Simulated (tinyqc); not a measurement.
# Carrier lifetime of an n-type layer with SRH, radiative, Auger and surface recombination, step by step

Computed by the program tinyqc: `OMP_NUM_THREADS=1 python tinyqc.py 2300114 2300115 out.jsonl`, one thread of a shared Intel Xeon 2.30GHz, about 0.01 s for the whole run. Printed values are rounded.

Uniform excess density dn = dp (no trapping), n = n0 + dn, p = p0 + dn, Boltzmann statistics, full ionisation. Surfaces enter as a rate 2 S dn/d, which holds while diffusion to them is fast.

Parameters, values chosen for the exercise; band and dielectric values close to those of gallium arsenide:
```
symbol     value        unit                                      meaning
T            250           K                                  temperature
Eg          1.43          eV                                     band gap
Nc       3.29e17       cm^-3       conduction-band density of states at T
Nv       6.86e18       cm^-3          valence-band density of states at T
B       6.96e-10      cm^3/s                        radiative coefficient
N         3.5e16       cm^-3                                donor density
Cn       3.8e-30      cm^6/s            Auger coefficient (two electrons)
Cp       1.3e-30      cm^6/s                Auger coefficient (two holes)
Nt        9.9e13       cm^-3                                 trap density
sn         3e-16        cm^2          capture cross-section for electrons
sp         5e-17        cm^2              capture cross-section for holes
vth        1.8e7        cm/s             thermal velocity (both carriers)
Et          0.46          eV         trap level below the conduction band
S              4        cm/s  surface recombination velocity (both faces)
d             60          um                             sample thickness
G         5.7e23  cm^-3 s^-1                              generation rate
```

Constants: q = 1.602176634e-19 C, kB = 1.380649e-23 J/K, Vt = kB T/q. Results are converted to the units shown.

## Equilibrium densities and SRH constants

ni = sqrt(Nc Nv) exp(-Eg/(2 Vt)), Eg in volts; majority density N/2 + sqrt(N^2/4 + ni^2), n0 p0 = ni^2; n1 = Nc exp(-Et/Vt), p1 = Nv exp((Et - Eg)/Vt); tn0 = 1/(sn vth Nt), tp0 = 1/(sp vth Nt).

ni = 5794.21 cm^-3
n0 = 3.5e16 cm^-3
p0 = 9.59226e-10 cm^-3
n1 = 1.75390e8 cm^-3
p1 = 0.191419 cm^-3
tn0 = 1.87056e-6 s
tp0 = 1.12233e-5 s

## Starting value

dn = 6e16 cm^-3.

dn at the start = 6e16 cm^-3

## Iteration 1: new dn

With e = n p - ni^2 = dn (n0 + p0 + dn): U_SRH = e/(tp0 (n + n1) + tn0 (p + p1)), U_rad = B e, U_Aug = (Cn n + Cp p) e, U_s = 2 S dn/d. Substitution: tau = dn/U with U the sum, dn(new) = G tau.

U_SRH = 4.83686e21 cm^-3 s^-1
U_rad = 3.96720e24 cm^-3 s^-1
U_Aug = 2.50230e21 cm^-3 s^-1
U_s = 8e19 cm^-3 s^-1
tau = 1.50958e-8 s
dn after iteration 1 = 8.60460e15 cm^-3

## Iteration 2: new dn

As before.

U_SRH = 7.42258e20 cm^-3 s^-1
U_rad = 2.61139e23 cm^-3 s^-1
U_Aug = 6.63667e19 cm^-3 s^-1
U_s = 1.14728e19 cm^-3 s^-1
tau = 3.28471e-8 s
dn after iteration 2 = 1.87228e16 cm^-3

## Iteration 3: new dn

As before.

U_SRH = 1.57663e21 cm^-3 s^-1
U_rad = 7.00067e23 cm^-3 s^-1
U_Aug = 2.29822e20 cm^-3 s^-1
U_s = 2.49638e19 cm^-3 s^-1
tau = 2.66746e-8 s
dn after iteration 3 = 1.52045e16 cm^-3

## Course of the iteration

Stop when the step is below 1e-10 of the value, or after 40 iterations.

Course of the iteration:
```
iteration  dn before the step (cm^-3)  step (cm^-3)
1                                6e16      -5.14e16
2                          8.60460e15       1.01e16
3                          1.87228e16      -3.52e15
4                          1.52045e16       1.06e15
5                          1.62676e16      -3.37e14
6                          1.59310e16       1.05e14
7                          1.60360e16      -3.29e13
8                          1.60031e16       1.03e13
9                          1.60134e16      -3.23e12
...                               ...           ...
14                         1.60110e16        9.72e9
15                         1.60110e16       -3.04e9
16                         1.60110e16        9.53e8
17                         1.60110e16       -2.98e8
18                         1.60110e16        9.35e7
19                         1.60110e16       -2.93e7
20                         1.60110e16        9.17e6
21                         1.60110e16       -2.87e6
22                         1.60110e16        8.99e5
```

Converged in 22 iterations. At the solution d ln U/d ln dn = 1.31, so the logarithmic slope of the map is 1 - 1.31 = -0.31; its size is below 1, so substitution contracts.

## Lifetime, shares and quasi-Fermi splitting

converged dn = 1.60110e16 cm^-3

With e = n p - ni^2 = dn (n0 + p0 + dn): U_SRH = e/(tp0 (n + n1) + tn0 (p + p1)), U_rad = B e, U_Aug = (Cn n + Cp p) e, U_s = 2 S dn/d. tau = dn/U, shares of U, splitting Vt ln(n p/ni^2), radiative efficiency U_rad/U.

tau = 2.80894e-8 s
shares (%): SRH 0.2378, radiative 99.7277, Auger 0.0308, surface 0.0037
quasi-Fermi splitting = 1.25929 V

Radiative recombination takes the largest share. dn is 0.46 times the doping: intermediate injection.
